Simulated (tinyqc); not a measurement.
Inside a calculation. Model: disorder broadening of a one-dimensional band in the self-consistent Born approximation.

Computed by the program tinyqc: `OMP_NUM_THREADS=1 python tinyqc.py 2720002 2720003 out.jsonl`, one thread of a shared Intel Xeon 2.30GHz, about 0.01 s for the whole run. Printed values are rounded.

The local Green function is G = g0(z - Sigma) with z = E + i eta and g0(z) = 1/(sqrt(z - 2t) sqrt(z + 2t)), principal roots; the self-energy is Sigma = D G. The density of states is -Im G/pi.

Parameters, values chosen for the exercise: hopping t = 1 eV; variance of the random site energy D = 0.63 eV^2; bare broadening eta = 0.01 eV; energy from the band centre E = -0.729 eV; mixing mix = 0.7.

Constants: q = 1.602176634e-19 C, hbar = 1.054571817e-34 J s. Results are converted to the units shown.

Range of the model: The self-consistent Born approximation misses band tails from rare fluctuations and localisation.

## Iteration 1: Born step

Sigma at the start = 0.000000+0.000000i eV

G = g0(z - Sigma), Sigma(out) = D G, Sigma(new) = Sigma + mix (Sigma(out) - Sigma).

G = -0.0011284-0.5369283i 1/eV
Sigma(out) = -0.0007109-0.3382648i eV
Sigma after iteration 1 = -0.0004976-0.2367854i eV

Sigma(out) of this first step, from Sigma = 0, is the plain (first) Born approximation.

## Iteration 2: Born step

As before.

G = -0.0269309-0.5301771i 1/eV
Sigma(out) = -0.0169665-0.3340116i eV
Sigma after iteration 2 = -0.0120258-0.3048437i eV

## Iteration 3: Born step

As before.

G = -0.0329290-0.5250373i 1/eV
Sigma(out) = -0.0207453-0.3307735i eV
Sigma after iteration 3 = -0.0181294-0.3229946i eV

## Course of the iteration

Stop when |Sigma(out) - Sigma| is below 1e-10 eV, or after 300 iterations; the start is Sigma = 0.

Course of the iteration:

| iteration | Re Sigma (eV) | Im Sigma (eV) | \|Sigma(out) - Sigma\| (eV) |
|---|---|---|---|
| 1 | -0.00049764 | -0.2367854 | 0.338 |
| 2 | -0.01202584 | -0.3048437 | 0.0986 |
| 3 | -0.01812945 | -0.3229946 | 0.0274 |
| 4 | -0.02052460 | -0.3276639 | 7.50e-3 |
| 5 | -0.02135896 | -0.3288302 | 2.05e-3 |
| 6 | -0.02163079 | -0.3291120 | 5.59e-4 |
| 7 | -0.02171541 | -0.3291774 | 1.53e-4 |
| 8 | -0.02174087 | -0.3291917 | 4.17e-5 |
| 9 | -0.02174831 | -0.3291945 | 1.14e-5 |
| 10 | -0.02175043 | -0.3291950 | 3.11e-6 |
| 11 | -0.02175103 | -0.3291951 | 8.49e-7 |
| 12 | -0.02175119 | -0.3291950 | 2.32e-7 |
| 13 | -0.02175123 | -0.3291950 | 6.33e-8 |
| 14 | -0.02175124 | -0.3291950 | 1.73e-8 |
| 15 | -0.02175125 | -0.3291950 | 4.72e-9 |
| 16 | -0.02175125 | -0.3291950 | 1.29e-9 |
| 17 | -0.02175125 | -0.3291950 | 3.52e-10 |
| 18 | -0.02175125 | -0.3291950 | 9.60e-11 |

Converged in 18 iterations. At the solution d Sigma(out)/d Sigma = -0.0427-0.057i, so the error shrinks by |1 - mix + mix times that| = 0.273 a step.

## Density of states and lifetime

converged Sigma = -0.0217512-0.3291950i eV

G = Sigma/D, density of states -Im G/pi, lifetime hbar/(2 |Im Sigma|); without disorder the density of states is -Im g0(z)/pi.

density of states = 0.1663270 1/eV
lifetime = 0.9997295 fs
density of states without disorder = 0.1709096 1/eV

Disorder makes the density of states at this energy 2.7 % below the clean value.
